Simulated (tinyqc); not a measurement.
Worked calculation: plane-wave Kohn-Sham cycle with exchange-only LDA in a layered model solid. One step of it, computed by the program tinyqc.

Problem. Iteration 1: levels at that k. Diagonalise the Hermitian matrix.

H (hartree), order -3, -2, -1, +0, +1, +2, +3:
$$\begin{pmatrix}
2.534565 & -0.070000 & 0.000000 & 0.000000 & 0.000000 & 0.000000 & 0.000000 \\
-0.070000 & 0.992439 & -0.070000 & 0.000000 & 0.000000 & 0.000000 & 0.000000 \\
0.000000 & -0.070000 & 0.067164 & -0.070000 & 0.000000 & 0.000000 & 0.000000 \\
0.000000 & 0.000000 & -0.070000 & -0.241261 & -0.070000 & 0.000000 & 0.000000 \\
0.000000 & 0.000000 & 0.000000 & -0.070000 & 0.067164 & -0.070000 & 0.000000 \\
0.000000 & 0.000000 & 0.000000 & 0.000000 & -0.070000 & 0.992439 & -0.070000 \\
0.000000 & 0.000000 & 0.000000 & 0.000000 & 0.000000 & -0.070000 & 2.534565
\end{pmatrix}$$

Give: eigenvalues.

Solution.

eigenvalues (hartree): [-0.271, 0.062, 0.091, 0.995, 0.995, 2.538, 2.538]
